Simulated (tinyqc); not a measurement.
# Absorption coefficient and reflectance from two thicknesses

Problem. With transparent contact layers the responsivity is (1 - Rf)(1 - exp(-al wi)) q lam/(h c). The second absorber is twice as thick as the first. Find al and Rf.

Parameters, values chosen for the exercise:
- lam = 850 nm (wavelength)

Constants: q = 1.602176634e-19 C, h = 6.62607015e-34 J s, c = 299792458 m/s. Results are converted to the units shown.

responsivity for wi = 0.41 and 0.82 um (A/W): 0.20702857  0.34459223

Solution. The ratio of the responsivities is 1 + exp(-al w1), which gives al; either value then gives 1 - Rf.

al = 9970 1/cm
Rf = 0.1000

Program tinyqc, `OMP_NUM_THREADS=1 python tinyqc.py 2250047 2250048 out.jsonl`; Intel Xeon 2.30GHz, shared host, one thread, about 0.01 s.
